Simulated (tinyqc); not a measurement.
Thermal, flicker and telegraph noise of a field-effect transistor: one step, computed by the program tinyqc. Command: `OMP_NUM_THREADS=1 python tinyqc.py 3018687 3018688 out.jsonl noise walk`. One thread of a shared host (Intel(R) Xeon(R) Processor @ 2.30GHz), about 0.01 s of CPU time with the checks.

Strong inversion, threshold roll-off and channel-length modulation left out; noise sources are uncorrelated and are given as one-sided spectral densities.

Task: Thermal noise and corner. C_ox = 3.9 eps_0/t; V_c = 2 v_s L/mu; I = W C_ox v_s V_ov^2/(V_ov + V_c); g_m = W C_ox v_s V_ov (V_ov + 2 V_c)/(V_ov + V_c)^2; g_d0 = mu C_ox (W/L) V_ov. Thermal: S_I = 4 k_B T gamma g_d0; input-referred S_V = S_I/g_m^2; corner f_c where flicker equals thermal. Total input noise from 1 Hz to f_c: sqrt(S_V,thermal [f_c ln(f_c/1 Hz) + f_c - 1 Hz]).

Inputs (values chosen for the exercise, modelled on a silicon n-channel):
```
quantity                        value         unit
width W                           1.7   micrometre
length L                           44           nm
electrical oxide thickness t      1.9           nm
mobility mu                       420   cm^2/(V s)
saturation velocity v_s          0.75     1e7 cm/s
overdrive V_ov                   0.37            V
thermal noise factor gamma        1.3            -
oxide trap density N_t        1.3e+16  1/(eV cm^3)
frequency f                     60000           Hz
temperature T                     200            K
```

Operating region: saturation. Flicker model: number fluctuation.

g_m = 2111.312 microsiemens

flicker S_I = 2.567966e-21 A^2/Hz

drain current I = 601.7901 microampere

Constants: k_B = 1.380649e-23 J/K; eps_0 = 8.8541878128e-12 F/m; e = 1.602176634e-19 C.

Give: thermal S_I; input-referred thermal noise; corner frequency f_c; input noise up to f_c; full shot noise 2eI over thermal S_I.

Result:

thermal S_I = 1.567e-22 A^2/Hz

input-referred thermal noise = 5.929 nV/sqrt(Hz)

corner frequency f_c = 9.834e+05 Hz

input noise up to f_c = 22.62 microvolt

full shot noise 2eI over thermal S_I = 1.231

At f the noise is flicker dominated (f_c/f = 16.4). Caution: fewer than one trap per decade of time constant is active, so one device shows telegraph steps and the 1/f law is only a mean over many devices.
